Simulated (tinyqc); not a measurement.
One-electron ion in a basis of Gaussians, step by step. Computed by tinyqc, a small Python program that keeps every step. Settings: Z = 3, l = 2. Command: `OMP_NUM_THREADS=1 python tinyqc.py 31654 31655 out.jsonl` (the two numbers bound the seeds that draw the settings). One thread of a shared host (Intel(R) Xeon(R) Processor @ 2.60GHz), about 0.01 s of CPU time with the checks.

## Matrices over normalised Gaussians

exponents of r^l exp(-a r^2) (1/bohr^2): 0.017670  0.027980  0.044320  0.070180  0.111100  0.176000

Z = 3

l = 2

With p = a_i + a_j and I(k) = Gamma((k+1)/2) / (2 p^((k+1)/2)): S = I(2l+2), T = (2l+3) a_i a_j S / p, V = -Z I(2l+1), each divided by sqrt(S_ii S_jj).

S, lower triangle:
```
          1         2         3         4         5         6
1  1.000000
2  0.912451  1.000000
3  0.699347  0.912334  1.000000
4  0.461367  0.699344  0.912449  1.000000
5  0.270344  0.461489  0.699649  0.912543  1.000000
6  0.144943  0.270196  0.461438  0.699425  0.912296  1.000000
```

T (hartree), lower triangle:
```
          1         2         3         4         5         6
1  0.061845
2  0.069175  0.097930
3  0.061845  0.109537  0.155120
4  0.045588  0.097930  0.173506  0.245630
5  0.028850  0.072203  0.155162  0.274744  0.388850
6  0.016292  0.045661  0.114359  0.245647  0.434938  0.616000
```

V (hartree), lower triangle:
```
           1          2          3          4          5          6
1  -0.339397
2  -0.351970  -0.427085
3  -0.314361  -0.442892  -0.537514
4  -0.246884  -0.395579  -0.557425  -0.676389
5  -0.175146  -0.310720  -0.497976  -0.701461  -0.851034
6  -0.115161  -0.220317  -0.391034  -0.626531  -0.882525  -1.071140
```

## Generalised eigenproblem

H = T + V (hartree), lower triangle:
```
           1          2          3          4          5          6
1  -0.277552
2  -0.282794  -0.329155
3  -0.252516  -0.333355  -0.382394
4  -0.201295  -0.297649  -0.383919  -0.430759
5  -0.146295  -0.238517  -0.342814  -0.426716  -0.462184
6  -0.098868  -0.174655  -0.276676  -0.380883  -0.447588  -0.455140
```

Solve H C = S C e through S^(-1/2); each column has its largest component positive (the first on a tie).

eigenvalues of S: 0.000365  0.005296  0.047188  0.306553  1.433565  4.207033

eigenvalues (hartree): -0.489133  -0.274819  -0.174130  -0.087950  0.102248  0.409777

coefficients:
```
           1          2          3           4           5           6
1  -0.181772   0.394139   2.445774   -4.915576    3.664921   -2.678944
2   0.683928  -0.155134  -2.229772   12.199380  -12.570532   10.864373
3  -1.184595   1.637758  -0.083516  -12.196095   19.009703  -21.919250
4   1.880732  -1.527455   0.248765    6.566966  -14.460930   27.165852
5  -1.115226   0.983931  -0.450021   -3.184058    4.038352  -20.055898
6   1.029843  -0.879869   0.663070    1.455194    0.587739    6.791587
```

For Z = 3 and l = 2 the exact lowest level is -Z^2/(2 n^2) with n = l + 1: -0.500000 hartree. The basis is nearly linearly dependent, so rounded matrices do not reproduce these digits.
